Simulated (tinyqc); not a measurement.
Hueckel theory of the pi electrons, for the molecule Bc1ccc[cH-]1 (SMILES; centres numbered as the heavy atoms are written), step by step. One step of it, computed by the program tinyqc.

Question. Orbitals. Diagonalise; E = alpha + x beta with beta < 0, so the largest x are filled first; degenerate levels share their electrons. P = sum n_i c_ri c_si; each orbital has its largest coefficient positive (the first on a tie).

Hueckel matrix in units of beta (H = alpha + beta A), lower triangle:
```
,1B,2C,3C,4C,5C,6C
1B,-1.010000
2C,0.600000,0.000000
3C,0.000000,1.000000,0.000000
4C,0.000000,0.000000,1.000000,0.000000
5C,0.000000,0.000000,0.000000,1.000000,0.000000
6C,0.000000,1.000000,0.000000,0.000000,1.000000,0.000000
```

pi electrons, sum of z_r less the charge = 6

Give: x values; occupations; coefficients; charge and bond-order matrix P.

Answer.

x values: 2.025  0.702  0.618  -0.921  -1.618  -1.816

occupations: 2.000  2.000  2.000  0.000  0.000  0.000

coefficients:
```
,MO1,MO2,MO3,MO4,MO5,MO6
1B,0.092,0.217,0.000,0.856,0.000,-0.461
2C,0.467,0.619,0.000,0.126,0.000,0.619
3C,0.445,0.152,0.602,-0.315,-0.372,-0.424
4C,0.434,-0.512,0.372,0.164,0.602,0.150
5C,0.434,-0.512,-0.372,0.164,-0.602,0.150
6C,0.445,0.152,-0.602,-0.315,0.372,-0.424
```

charge and bond-order matrix P, lower triangle:
```
,1B,2C,3C,4C,5C,6C
1B,0.111
2C,0.354,1.202
3C,0.148,0.604,1.166
4C,-0.142,-0.228,0.678,1.177
5C,-0.142,-0.228,-0.216,0.625,1.177
6C,0.148,0.604,-0.281,-0.216,0.678,1.166
```
